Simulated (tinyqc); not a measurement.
# Worked calculation: n-type polysilicon, carrier trapping at grain boundaries

Computed by the program tinyqc: `OMP_NUM_THREADS=1 python tinyqc.py 2830179 2830180 out.jsonl`, one thread of a shared Intel Xeon 2.30GHz, about 0.01 s for the whole run. Printed values are rounded.

One-dimensional grains of size Lg, uniform ionised doping N, monovalent traps Qt at each boundary at a depth Et below (for electrons) or above (for holes) the band edge there, abrupt depletion of width W on each side of a boundary, Boltzmann statistics. xi is the distance from the band edge at the grain centre to the Fermi level. Trapped charge Qt/(1 + exp((xi + VB - Et)/Vt)) = 2 N W, barrier VB = q N W^2/(2 eps0 eps_r).

Inputs (values chosen for the exercise); values of the order met in polycrystalline silicon:
```
symbol   value   unit                                                              meaning
T          300      K                                                          temperature
eps_r     11.7                                                       relative permittivity
NB      2.8e19  cm^-3                               conduction-band density of states at T
Lg          18     nm                                                           grain size
Qt      5.1e11  cm^-2                                     trap density of a grain boundary
Et        0.42     eV  depth of the trap level from the majority band edge at the boundary
ms        0.49     m0                                         mass for thermionic emission
fe        0.12                                      correction factor of the emission rate
N       8.2e16  cm^-3                                                               doping
```

Constants: q = 1.602176634e-19 C, kB = 1.380649e-23 J/K, m0 = 9.1093837015e-31 kg, Vt = kB T/q, eps0 = 8.8541878128e-14 F/cm where lengths are in cm. Results are converted to the units shown.

Range of the model: VB is below Vt, where abrupt depletion and thermionic emission are rough.

## Depletion width, Fermi level and barrier

If the trap equation with xi = Vt ln(NB/N) has a root W < Lg/2, the grain is partly depleted; otherwise W = Lg/2 and the trap equation gives xi = Et - VB + Vt ln(Qt/(N Lg) - 1). N* = Qt/Lg.

N* = 2.833333e17 cm^-3
W = 9 nm
xi = 0.4380851 V
VB = 0.005136233 V
share of traps filled = 0.2894118

N is 0.289 N*, and the grain is fully depleted; VB = 0.199 Vt.

## Resistivity and effective mobility

n0 = NB exp(-xi/Vt); mean density n0 (1 - 2 W/Lg) by charge balance in a partly depleted grain, and n0 (sqrt(pi)/2) erf(u)/u with u = sqrt(VB/Vt) in a fully depleted one; v = sqrt(kB T/(2 pi ms m0)); barrier resistivity Vt exp(VB/Vt)/(q fe n0 v Lg); grain resistivity (1 - 2 W/Lg)/(q n0 mug); effective mobility 1/(q mean density total resistivity).

n0 = 1.223634e12 cm^-3
mean density = 1.147208e12 cm^-3
v = 3.842995e6 cm/s
barrier resistivity = 1.937731e5 ohm cm
grain resistivity = 0.000000 ohm cm
resistivity = 1.937731e5 ohm cm
effective mobility = 28.07721 cm^2/(V s)

The resistivity is 3.05e5 times that of a single crystal with the same N and mobility mug, and the mean density is 0.00140 % of N.
